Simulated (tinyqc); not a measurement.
Inside a calculation. Method: harmonic frequencies on the RHF/sto-6g surface (energies and gradients from PySCF), for H2, spin multiplicity 1. Computed by tinyqc, a small Python program that keeps every step (integrals from PySCF). Settings: charge = 0, multiplicity = 1, basis = sto-6g, delta = 0.002. Command: `OMP_NUM_THREADS=1 python tinyqc.py 31079 31080 out.jsonl` (the two numbers bound the seeds that draw the settings). One thread of a shared host (Intel(R) Xeon(R) Processor @ 2.60GHz), about 0.4 s of CPU time with the checks.

## One row of the Hessian: 1Hz

optimised positions (bohr):
```
          x        y        z
1H  0.00000  0.00000  0.08927
2H  0.00000  0.00000  1.43196
```

gradient at +delta (hartree/bohr):
```
            x          y           z
1H  0.0000000  0.0000000   0.0011545
2H  0.0000000  0.0000000  -0.0011545
```

gradient at -delta (hartree/bohr):
```
            x          y           z
1H  0.0000000  0.0000000  -0.0011480
2H  0.0000000  0.0000000   0.0011480
```

Displace 1Hz by +/-0.002 bohr; H(k, :) = (g(+) - g(-)) / (2 delta).

row of the Hessian (hartree/bohr^2): 1Hx 0.0000000, 1Hy 0.0000000, 1Hz 0.5756403, 2Hx 0.0000000, 2Hy 0.0000000, 2Hz -0.5756403

## Hessian by finite differences

All rows are made in the same way, and the matrix is symmetrised.

Hessian (symmetrised) (hartree/bohr^2), lower triangle:
```
            1Hx         1Hy         1Hz        2Hx        2Hy        2Hz
1Hx   0.0000009
1Hy   0.0000000   0.0000009
1Hz   0.0000000   0.0000000   0.5756403
2Hx  -0.0000009   0.0000000   0.0000000  0.0000009
2Hy   0.0000000  -0.0000009   0.0000000  0.0000000  0.0000009
2Hz   0.0000000   0.0000000  -0.5756403  0.0000000  0.0000000  0.5756403
```

## Normal modes

masses (u): 1H 1.00782, 2H 1.00782

Diagonalise H_ij / sqrt(m_i m_j); the 5 smallest eigenvalues belong to translations and rotations; wavenumber = sqrt(eigenvalue / 1822.888) x 219474.63; each mode has its largest component positive (the first on a tie); zero-point energy = sum of wavenumbers / 2, with 349.755 1/cm per kcal/mol.

eigenvalues of the mass-weighted Hessian (hartree/(bohr^2 u)): 0.00000  0.00000  0.00000  0.00000  0.00000  1.14234

harmonic wavenumbers of the vibrations (1/cm): 5494.2

mass-weighted modes:
```
       mode 1
1Hx   0.00000
1Hy   0.00000
1Hz   0.70711
2Hx   0.00000
2Hy   0.00000
2Hz  -0.70711
```

zero-point energy = 7.85431 kcal/mol
